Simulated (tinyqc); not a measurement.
Inside a calculation. Model: on-chip power grid, static voltage drop by conjugate gradients.

Program tinyqc, `OMP_NUM_THREADS=1 python tinyqc.py 2770118 2770119 out.jsonl`; Intel Xeon 2.30GHz, shared host, one thread, about 0.3 s. Printed values are rounded.

A grid of 4 rows and 4 columns, node k = 4 row + column. Neighbours in a row are joined by Rx, in a column by Ry; pad nodes, which reach the supply through Rp: 0, 12. Each node draws I0, node 14 draws kh I0. The drops u = Vdd - V solve G u = i, with G the conductance matrix (1/Rp added on the diagonal at pad nodes).

Inputs (values chosen for the exercise): supply voltage Vdd = 0.9 V; resistance of a horizontal segment Rx = 1.2 ohm; resistance of a vertical segment Ry = 0.76 ohm; resistance from a pad node to the supply Rp = 0.37 ohm; load current of an ordinary node I0 = 3.5 mA; factor on the load at the hot node kh = 3.

## Diagonal of G, loads and first direction

G_kk = sum of the conductances at node k. Start u = 0, so the residual is r = i; z = r/G_kk (Jacobi preconditioner), p = z.

G_kk (S):
```
         col 0    col 1    col 2    col 3
row 0  4.85183  2.98246  2.98246  2.14912
row 1  3.46491  4.29825  4.29825  3.46491
row 2  3.46491  4.29825  4.29825  3.46491
row 3  4.85183  2.98246  2.98246  2.14912
```

r at the start (mA):
```
       col 0  col 1  col 2  col 3
row 0    3.5    3.5    3.5    3.5
row 1    3.5    3.5    3.5    3.5
row 2    3.5    3.5    3.5    3.5
row 3    3.5    3.5   10.5    3.5
```

p at the start (mV):
```
          col 0     col 1     col 2    col 3
row 0  0.721378   1.17353   1.17353  1.62857
row 1   1.01013  0.814286  0.814286  1.01013
row 2   1.01013  0.814286  0.814286  1.01013
row 3  0.721378   1.17353   3.52059  1.62857
```

## Iteration 1: conjugate-gradient step

u at the start (mV):
```
       col 0  col 1  col 2  col 3
row 0      0      0      0      0
row 1      0      0      0      0
row 2      0      0      0      0
row 3      0      0      0      0
```

q = G p; with z = r/G_kk: a = (r.z)/(p.q); u(new) = u + a p; r(new) = r - a q; b = (r.z)(new)/(r.z); p(new) = z(new) + b p.

q (mA):
```
         col 0     col 1     col 2     col 3
row 0  1.19294   0.84948   0.09349   1.19294
row 1  0.54313  -0.63589  -0.63589  -0.65054
row 2  0.54313  -0.63589  -3.72413  -0.65054
row 3  1.19294  -1.10640   7.09349  -0.76294
```

a = 4.07498

u after iteration 1 (mV):
```
        col 0   col 1    col 2   col 3
row 0  2.9396  4.7821   4.7821  6.6364
row 1  4.1163  3.3182   3.3182  4.1163
row 2  4.1163  3.3182   3.3182  4.1163
row 3  2.9396  4.7821  14.3463  6.6364
```

r after iteration 1 (mA):
```
         col 0   col 1     col 2    col 3
row 0  -1.3612  0.0384    3.1190  -1.3612
row 1   1.2867  6.0912    6.0912   6.1510
row 2   1.2867  6.0912   18.6758   6.1510
row 3  -1.3612  8.0086  -18.4059   6.6090
```

b = 3.17861

p after iteration 1 (mV):
```
         col 0    col 1    col 2    col 3
row 0  2.01242  3.74306  4.77599  4.54321
row 1  3.58216  4.00544  4.00544  4.98601
row 2  3.58216  4.00544  6.93327  4.98601
row 3  2.01242  6.41542  5.01921  8.25179
```

## Iteration 2: conjugate-gradient step

As before.

q (mA):
```
         col 0    col 1    col 2    col 3
row 0   1.9313   0.2362   2.0686  -0.7766
row 1   1.7127   0.6980  -5.6834   1.3998
row 2   1.7127  -5.2581  10.4335  -5.9198
row 3  -0.2956   8.0037  -6.3758   6.9909
```

a = 2.67163

u after iteration 2 (mV):
```
         col 0    col 1    col 2    col 3
row 0   8.3160  14.7822  17.5418  18.7742
row 1  13.6865  14.0193  14.0193  17.4370
row 2  13.6865  14.0193  21.8413  17.4370
row 3   8.3160  21.9217  27.7558  28.6821
```

r after iteration 2 (mA):
```
         col 0     col 1    col 2     col 3
row 0  -6.5210   -0.5926  -2.4076    0.7136
row 1  -3.2890    4.2265  21.2752    2.4113
row 2  -3.2890   20.1390  -9.1986   21.9664
row 3  -0.5714  -13.3743  -1.3721  -12.0681
```

b = 1.75842

p after iteration 2 (mV):
```
        col 0    col 1    col 2    col 3
row 0  2.1946   6.3832   7.5909   8.3209
row 1  5.3497   8.0266  11.9930   9.4634
row 2  5.3497  11.7287  10.0515  15.1072
row 3  3.4209   6.7967   8.3658   8.8947
```

## Course of the conjugate-gradient iteration

Stop when |r| is below 1e-9 mA.

Course of the iteration:
```
iteration  largest u (mV)  |r| (mA)
1                 14.3463      31.6
2                 28.6821      43.0
3                 41.4701      23.1
4                 44.0174      14.1
5                 45.5958      9.91
6                 45.7921      2.32
7                 46.3262      1.35
8                 46.7016     0.635
9                 46.7973     0.338
10                46.7976     0.143
11                46.7971    0.0231
12                46.7989   4.95e-3
13                46.7991   1.25e-3
14                46.7991   1.90e-4
15                46.7991   4.30e-5
16                46.7991   < 1e-11
```

Converged in 16 iterations for 16 unknowns; in exact arithmetic the method needs at most 16. The condition number of the scaled matrix is 61.3. Gauss-Seidel sweeps in node order need 362 to reach the same residual.

## Worst drop, pad currents and power lost

converged u (mV):
```
         col 0    col 1    col 2    col 3
row 0  11.5197  29.5752  40.0125  44.9423
row 1  21.0866  31.7401  40.8406  45.4044
row 2  21.2462  32.2286  41.8820  46.0970
row 3  11.7903  30.8988  43.7076  46.7991
```

Pad current u/Rp; worst drop as a share of Vdd; power lost in the grid and pads sum_k i_k u_k; power delivered sum_k i_k (Vdd - u_k).

worst drop = 46.7991 mV
share of Vdd = 5.19990 %
pad currents (mA): node 0 31.1343, node 12 31.8657
power lost = 2.19515 mW
power delivered = 54.5048 mW

The pad currents add up to the total load, 63.00 mA. The worst drop is at node 15, not at the hot node.
